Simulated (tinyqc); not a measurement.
# Hot electrons in a saturated n-channel MOSFET, lucky-electron model: several studies

Beyond pinch-off the lateral field grows as Esat cosh(y/l) over the velocity-saturated region (pseudo-two-dimensional model). Impact ionisation in this region gives the substrate current, which biases the body forward through Rsub. Currents are per width. Local-field laws: they overstate ionisation when the field peak is narrower than an energy relaxation length.

Parameters, values chosen for the exercise; values close to those of silicon n-channel devices:
- L = 0.5 um (channel length)
- tox = 12 nm (oxide thickness)
- xj = 180 nm (junction depth)
- VT = 0.78 V (threshold)
- mu = 370 cm^2/(V s) (effective mobility)
- vs = 8.4e6 cm/s (saturation velocity)
- Ai = 2e6 1/cm (ionisation prefactor)
- Bi = 1.82 MV/cm (ionisation field)
- Rd = 0 ohm um (resistance of the lightly doped drain)
- Rsub = 8300 ohm um (substrate resistance)
- kb = 0.41 (fall of VT per volt of forward body bias)
- m = 2.9 (lifetime exponent)
- Hl = 810 s uA/um (lifetime constant)
- Vd = 3.1 V (drain voltage)
- Vg = 1.8 V (gate voltage)

Constants: eps0 = 8.8541878128e-14 F/cm where lengths are in cm. Results are converted to the units shown.

Each table varies one quantity; the others keep the values above.

## Effect of the junction depth

Cox = 3.9 eps0/tox, l = sqrt(3 tox xj), Esat = 2 vs/mu. Overdrive g = Vg - VT + kb Vb; Vdsat = g Esat L/(g + Esat L); Id = Cox vs (g - Vdsat); dV = Vd - Id Rd - Vdsat; Em = sqrt((dV/l)^2 + Esat^2); Isub = Id (Ai/Bi) l Em exp(-Bi/Em). Vb = Rsub Isub is solved self-consistently. Lifetime tau = (Hl/Id)(Isub/Id)^(-m); 1 year = 3.15576e7 s.

Effect of the junction depth:
```
xj (nm)  Id (uA/um)  Em (MV/cm)  Isub (uA/um)    Isub/Id  tau (years)
72           78.316     0.47147        4.3511   0.055558    0.0014314
98           77.426     0.40535        2.2986   0.029688    0.0089128
130          76.940     0.35292        1.1757   0.015280     0.061550
180          76.641     0.30102       0.48305  0.0063027      0.80591
240          76.517     0.26173       0.19534  0.0025529       11.097
330          76.460     0.22448      0.061915  8.0978e-4       310.23
450          76.440     0.19366      0.017164  2.2453e-4        12804
```

Read the table: what changes, and by how much?

As xj goes from 72 to 450 nm, Em falls from 0.471 to 0.194 MV/cm, Isub falls from 4.35 to 0.0172 uA/um and tau rises from 0.00143 to 12800 years. From the first row to the last, log10(tau) changes by 7.0: 6.9 from (Isub/Id)^(-m), which holds Em and l, and 0.011 from 1/Id. At xj = 450 nm tau is a far extrapolation that only says that hot carriers are no limit.

## Effect of the channel length

Same model as above.

Result of one run:
```
L (um)  Id (uA/um)  Em (MV/cm)  Isub (uA/um)   Isub/Id  tau (years)
1.4          34.12      0.2796        0.1256  0.003682        8.602
```

What becomes of these results when the channel length L is changed from 1.4 to 0.35 um, all else the same?

Result of the changed run:
```
L (um)  Id (uA/um)  Em (MV/cm)  Isub (uA/um)   Isub/Id  tau (years)
0.35         96.78      0.3111        0.7675  0.007930       0.3279
```

The whole series:
```
L (um)  Id (uA/um)  Em (MV/cm)  Isub (uA/um)   Isub/Id  tau (years)
0.25         117.4      0.3214         1.160  0.009884       0.1427
0.35         96.78      0.3111        0.7675  0.007930       0.3279
0.5          76.64      0.3010        0.4830  0.006303       0.8059
0.71         59.37      0.2923        0.3035  0.005113        1.909
1            45.28      0.2852        0.1934  0.004272        4.213
1.4          34.12      0.2796        0.1256  0.003682        8.602
2            24.91      0.2749       0.08080  0.003244        17.02
```

As L goes from 0.25 to 2 um, Em falls from 0.321 to 0.275 MV/cm, Isub falls from 1.16 to 0.0808 uA/um and tau rises from 0.143 to 17.0 years. From the first row to the last, log10(tau) changes by 2.1: 1.4 from (Isub/Id)^(-m), which holds Em and l, and 0.67 from 1/Id. For L = 0.25 to 0.35 um the saturated region takes over 60 % of L, so using the full L in Vdsat is rough.

## Effect of the drain voltage

Same model as above.

Result of one run:
```
Vd (V)  Id (uA/um)  Em (MV/cm)  Isub (uA/um)   Isub/Id  tau (years)
2.13         76.44      0.1829      0.005896  7.714e-5      2.838e5
```

What becomes of these results when the drain voltage Vd is changed from 2.13 to 2.81 V, all else the same?

Result of the changed run:
```
Vd (V)  Id (uA/um)  Em (MV/cm)  Isub (uA/um)   Isub/Id  tau (years)
2.81         76.51      0.2655        0.1895  0.002477        12.11
```

The whole series:
```
Vd (V)  Id (uA/um)  Em (MV/cm)  Isub (uA/um)   Isub/Id  tau (years)
1.9          76.43      0.1554      8.600e-4  1.125e-5      7.543e7
2.13         76.44      0.1829      0.005896  7.714e-5      2.838e5
2.36         76.44      0.2107       0.02524  3.302e-4         4183
2.59         76.47      0.2387       0.07872  0.001029        154.6
2.81         76.51      0.2655        0.1895  0.002477        12.11
3.04         76.61      0.2937        0.4049  0.005285        1.343
3.27         76.76      0.3219        0.7651  0.009968       0.2130
3.5          77.00      0.3501         1.316   0.01710      0.04441
```

As Vd goes from 1.9 to 3.5 V, Em rises from 0.155 to 0.350 MV/cm, Isub rises from 8.60e-4 to 1.32 uA/um and tau falls from 7.54e7 to 0.0444 years. The slope of ln(tau) against 1/Vd is 98.2 V between the first two rows and 78.0 V between the last two; ten years are last met at Vd = 2.81 V among the rows. For Vd = 1.9 to 2.36 V tau is a far extrapolation that only says that hot carriers are no limit.

Numbers from tinyqc (`OMP_NUM_THREADS=1 python tinyqc.py 2550142 2550143 out.jsonl`; about 0.01 s on one thread of a shared Intel Xeon 2.30GHz).
